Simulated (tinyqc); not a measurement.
# Ballast resistance and gain from the on-state line

Question. At high current V = BV (1 + be)^(-1/n) + I Ro. Find Ro, the intercept and be.

Inputs (values chosen for the exercise): junction breakdown voltage BV = 11.6 V; exponent of the multiplication n = 4.

V at I = 4.9 and 9.8 mA/um (V): 8.9681163  10.879116

Answer. The slope is Ro; the intercept over BV is (1 + be)^(-1/n).

Ro = 390 ohm um
intercept = 7.06 V
be = 6.30

Program tinyqc, `OMP_NUM_THREADS=1 python tinyqc.py 2670142 2670143 out.jsonl`; Intel Xeon 2.30GHz, shared host, one thread, about 0.02 s.
